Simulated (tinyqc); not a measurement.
Ion-assisted plasma etching: sheath, surface coverage, synergy and aspect-ratio dependence: one step, computed by the program tinyqc. Command: `OMP_NUM_THREADS=1 python tinyqc.py 3021829 3021830 out.jsonl etch walk`. One thread of a shared host (Intel(R) Xeon(R) Processor @ 2.30GHz), about 0.08 s of CPU time with the checks.

Radicals adsorb on bare sites; ions remove covered sites with a high yield and bare sites by sputtering; a slow spontaneous reaction acts everywhere, walls included.

Problem. Open-field etch rate. Steady coverage: s G_n (1 - theta) = x Y G_i theta; removal flux = Y G_i theta + Y_p G_i (1 - theta) + k_c G_n; rate = flux/N, 1 cm/s = 6e8 nm/min. Lateral rate = k_c G_n/N; anisotropy = 1 - lateral/vertical; synergy = vertical/(ions alone + radicals alone), with ions alone Y_p G_i/N and radicals alone the lateral rate.

Inputs (values chosen for the exercise, close to those used for silicon dioxide in a fluorocarbon plasma):
```
quantity,value,unit
gas temperature T_g,300,K
sticking coefficient s,0.44,-
radicals per removed unit x,3,-
spontaneous reaction probability k_c,4.2e-05,-
solid density N,2.2e+22,1/cm^3
```

Feature: round hole.

yield Y = 0.7140940

sputter yield Y_p = 0.03436605

ion flux G_i = 4.774263e+15 1/(cm^2 s)

radical flux G_n = 2.890953e+18 1/(cm^2 s)

Give: coverage theta; vertical rate; lateral rate; anisotropy; synergy.

Solution.

coverage theta = 0.9920

vertical rate = 95.59 nm/min

lateral rate = 3.311 nm/min

anisotropy = 0.9654

synergy = 12.28

The surface is nearly saturated: ions limit the ion-assisted part.
